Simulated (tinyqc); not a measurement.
# Threshold of a short bulk MOSFET: charge sharing, barrier lowering, narrow width: effect of the junction depth

n-channel device on a p-type body, depletion approximation, full ionisation. Uniform doping N = Na. Vbi from Boltzmann statistics is rough for the degenerate source. Cox = eps0 eox/tox.

ni = sqrt(Nc Nv) exp(-Eg/(2 Vt)), Eg in volts; 2 pB = 2 Vt ln(N/ni); flat band Vfb - Vt ln(N/Na); Wd = sqrt(2 eps0 eps_r (2 pB - Vbs)/(q N)); body term q N Wd/Cox; long-channel VT0 = flat band + 2 pB + body term; Vbi = Vt ln(N Nsd/ni^2); scale length l = sqrt((eps_r/eox) tox Wd). Charge sharing (trapezoid; it ignores Vds): F = (xj/L)(sqrt(1 + 2 Wd/xj) - 1), lowering = body term times F. Barrier lowering: th = exp(-L/(2 l)) + 2 exp(-L/l), lowering = th [2 (Vbi - 2 pB) + Vds], DIBL = th. Narrow width: rise = body term times xw Wd/W. VT by each model = VT0 - lowering + rise. DIBL under 0.001 mV/V is printed as 0.

Values chosen for this exercise; band and dielectric values close to those of silicon:

| symbol | value | unit | meaning |
|---|---|---|---|
| T | 300 | K | temperature |
| Eg | 1.11 | eV | band gap |
| eps_r | 11.7 |  | relative permittivity |
| Nc | 2.8e19 | cm^-3 | conduction-band density of states at T |
| Nv | 2.6e19 | cm^-3 | valence-band density of states at T |
| eox | 3.9 |  | relative permittivity of the gate insulator (close to silicon dioxide) |
| tox | 3.8 | nm | insulator thickness |
| Na | 1e17 | cm^-3 | channel doping |
| Nsd | 1e20 | cm^-3 | source and drain doping |
| Vfb | -0.96 | V | flat-band voltage for the doping Na |
| Vbs | -0.5 | V | body-source voltage |
| Vds | 0.5 | V | drain-source voltage |
| W | 520 | nm | gate width |
| xw | 0.7854 |  | shape factor of the fringing depletion at the width edges |
| L | 290 | nm | channel length |

Constants: q = 1.602176634e-19 C, kB = 1.380649e-23 J/K, Vt = kB T/q, eps0 = 8.8541878128e-14 F/cm where lengths are in cm. Results are converted to the units shown.

The same in every row: N (cm^-3) = 1.000e17; VT0 (V) = 0.09098; L/l = 7.513; DIBL (mV/V) = 24.45; VT, barrier lowering (V) = 0.1155.

Result of one run:

| F | VT, charge sharing (V) |
|---|---|
| 0.1358 | 0.1052 |

Which junction depth xj gave this result: 8.5, 41, 120 or 200 nm?

xj = 8.5 nm.

The whole series:

| xj (nm) | F | VT, charge sharing (V) |
|---|---|---|
| 5 | 0.1086 | 0.1114 |
| 8.5 | 0.1358 | 0.1052 |
| 14 | 0.1658 | 0.09825 |
| 24 | 0.2026 | 0.08977 |
| 41 | 0.2426 | 0.08057 |
| 70 | 0.2838 | 0.07107 |
| 120 | 0.3239 | 0.06183 |
| 200 | 0.3578 | 0.05402 |

As xj goes from 5 to 200, VT0 stays at 0.0910 V, DIBL stays at 24.5 mV/V, F rises from 0.109 to 0.358 and VT by barrier lowering stays at 0.115 V. The junction depth enters only the charge-sharing model.

Numbers from tinyqc (`OMP_NUM_THREADS=1 python tinyqc.py 2002027 2002028 out.jsonl`; about 0.01 s on one thread of a shared Intel Xeon 2.30GHz).
